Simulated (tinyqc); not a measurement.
Microkinetic model of low-temperature epitaxy from hydride gases: adsorption, hydrogen desorption and rate control: one step, computed by the program tinyqc. Command: `OMP_NUM_THREADS=1 python tinyqc.py 3017467 3017468 out.jsonl hepi walk`. One thread of a shared host (Intel(R) Xeon(R) Processor @ 2.30GHz), about 0.01 s of CPU time with the checks.

Each hydride molecule needs two free sites and leaves four hydrogen atoms, of which two leave at once as H2; theta is the hydrogen coverage, the site density is 6.78 per nm^2 and one layer is 1.358 angstrom thick.

Problem. Coverage and growth rate. With k the hydride and k_H the hydrogen adsorption rate on free pairs and k_d the desorption rate, steady state: 2 (k + k_H)(1 - theta)^2 = k_d theta; growth rate R = k (1 - theta)^2 layers/s; 1 layer/s = 8.148 nm/min. With c = 2 (k + k_H)/k_d the free share is 1 - theta = 2/(1 + sqrt(1 + 4c)).

Inputs (values chosen for the exercise, close to those used for silane and germane on Si(001)): temperature T = 580 C.

Film: silicon-germanium. Order of hydrogen desorption: first.

k = 1.586628 1/s

k_H = 0 1/s

k_d = 0.1090477 1/s

Give: c; hydrogen coverage theta; growth rate R in layers; growth rate G.

Solution.

c = 29.100

hydrogen coverage theta = 0.83101

growth rate R in layers = 0.045310 layers/s

growth rate G = 0.36919 nm/min

Hydrogen covers most sites: its desorption limits growth.
